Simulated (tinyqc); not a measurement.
# Illuminated p-n diode, drift-diffusion by the Gummel loop with Scharfetter-Gummel fluxes: effects of single changes

Abrupt junction at x = 0, p side from -Lp, n side to Ln, ohmic contacts. psi is counted from the intrinsic level; n = ni exp((psi - phin)/Vt), p = ni exp((phip - psi)/Vt). Contacts: p side psi = V - Vt ln(Na/ni), p = Na, n = ni^2/Na; n side psi = Vt ln(Nd/ni), n = Nd, p = ni^2/Nd. Constant mobilities, D = mu Vt, Boltzmann statistics, SRH recombination through a mid-gap level, U = (n p - ni^2)/(tp (n + ni) + tn (p + ni)). Current is positive from the p contact to the n contact.

Inputs (values chosen for the exercise); band and dielectric values close to those of silicon:
- T = 350 K (temperature)
- Eg = 1.12 eV (band gap)
- eps_r = 11.8 (relative permittivity)
- Nc = 3.49e19 cm^-3 (conduction-band density of states at T)
- Nv = 3.33e19 cm^-3 (valence-band density of states at T)
- Na = 9.7e17 cm^-3 (acceptor density of the p side)
- Nd = 3.2e16 cm^-3 (donor density of the n side)
- mun = 490 cm^2/(V s) (electron mobility)
- mup = 290 cm^2/(V s) (hole mobility)
- tn = 7e-10 s (SRH lifetime of electrons)
- tp = 1e-10 s (SRH lifetime of holes)
- Lp = 1.5 um (length of the p side)
- Ln = 2.7 um (length of the n side)
- G = 2e19 cm^-3 s^-1 (uniform generation rate)

Constants: q = 1.602176634e-19 C, kB = 1.380649e-23 J/K, Vt = kB T/q, eps0 = 8.8541878128e-14 F/cm where lengths are in cm. Results are converted to the units shown.

Each table varies one quantity; the others keep the values above.

## Current against voltage in the dark

ni = sqrt(Nc Nv) exp(-Eg/(2 Vt)), Eg in volts. Poisson and both continuity equations are solved self-consistently with Scharfetter-Gummel fluxes on a graded mesh of 500 nodes. J_scr is q times the integral of U between -xp and xn. Ideal diffusion current J_id = q ni^2 [Dn coth(wp/Le)/(Le Na) + Dp coth(wn/Lh)/(Lh Nd)] (exp(V/Vt) - 1), Le = sqrt(Dn tn), Lh = sqrt(Dp tp), wp = Lp - xp, wn = Ln - xn, with xp and xn from the depletion approximation (W = sqrt(2 eps0 eps_r (Vbi - V)(1/Na + 1/Nd)/q), xp = W Nd/(Na + Nd), xn = W Na/(Na + Nd), Vbi = Vt ln(Na Nd/ni^2)). Ideality factor = 0.004 V/(Vt ln[J(V + 0.004 V)/J(V)]). Here G = 0.

In this table G = 0 cm^-3 s^-1.

Current against voltage in the dark:

| V (V) | J (A/cm^2) | ideality factor | J_scr/J (%) | J_id (A/cm^2) | share recombining at the contacts (%) | larger minority/doping at -xp and xn |
|---|---|---|---|---|---|---|
| 0.16 | 0.00255 | 1.73 | 99.0 | 2.62e-5 | 0.00831 | 2.45e-8 |
| 0.22 | 0.00794 | 1.75 | 97.6 | 1.92e-4 | 0.0195 | 1.77e-7 |
| 0.29 | 0.0304 | 1.69 | 93.7 | 0.00196 | 0.0519 | 1.78e-6 |
| 0.35 | 0.102 | 1.57 | 86.3 | 0.0143 | 0.112 | 1.28e-5 |
| 0.41 | 0.383 | 1.43 | 73.5 | 0.105 | 0.219 | 9.14e-5 |
| 0.48 | 2.15 | 1.27 | 52.5 | 1.07 | 0.395 | 8.94e-4 |
| 0.54 | 10.7 | 1.22 | 33.7 | 7.80 | 0.563 | 0.00606 |
| 0.6 | 51.6 | 1.37 | 18.5 | 57.0 | 0.751 | 0.0357 |
| 0.67 | 219 | 2.01 | 8.39 | 580 | 1.11 | 0.184 |

Read the table: what changes, and by how much?

J rises from 0.00255 to 219 A/cm^2; the ideality factor moves up and down between 1.22 and 2.01. Recombination in the depleted layer carries over half of the current up to V = 0.48 V, where the factor is 1.27; it grows roughly as exp(V/2 Vt), so diffusion overtakes it. Where the factor is lowest (V = 0.54 V), J is 37 % above the ideal diffusion current. From V = 0.67 V on the minority density at an edge of the layer exceeds a tenth of the doping, and in the last row J is 62 % below the ideal value.

## Solar-cell figures against the acceptor density of the p side

Jsc = -J(0), collected share Jsc/(q G (Lp + Ln)), estimate q G [W + Le tanh(wp/2 Le) + Lh tanh(wn/2 Lh)] at V = 0 with Le = sqrt(Dn tn), Lh = sqrt(Dp tp), W, wp = Lp - xp and wn = Ln - xn from the depletion approximation; J(Voc) = 0; Vmp maximises -J V; FF = Pmax/(Jsc Voc).

Solar-cell figures against the acceptor density of the p side:

| Na (cm^-3) | Jsc (mA/cm^2) | collected share (%) | estimate of Jsc (mA/cm^2) | Voc (V) | Vmp (V) | FF | Pmax (mW/cm^2) |
|---|---|---|---|---|---|---|---|
| 9.7e17 | 0.352 | 26.2 | 0.358 | 0.0661 | 0.0373 | 0.323 | 0.00753 |
| 1.3e18 | 0.352 | 26.2 | 0.358 | 0.0661 | 0.0373 | 0.323 | 0.00753 |
| 1.7e18 | 0.353 | 26.2 | 0.358 | 0.0661 | 0.0373 | 0.323 | 0.00754 |
| 2.3e18 | 0.353 | 26.2 | 0.358 | 0.0661 | 0.0373 | 0.323 | 0.00755 |
| 3e18 | 0.353 | 26.2 | 0.359 | 0.0661 | 0.0374 | 0.323 | 0.00755 |

What does the table show?

As Na rises from 9.7e17 to 3e18, the collected share stays near 26.2 %, Voc stays near 0.0661 V and FF stays near 0.323. The estimate of Jsc is within 1.6 % in all rows.

Numbers from tinyqc (`OMP_NUM_THREADS=1 python tinyqc.py 2240084 2240085 out.jsonl`; about 0.5 s on one thread of a shared Intel Xeon 2.30GHz).
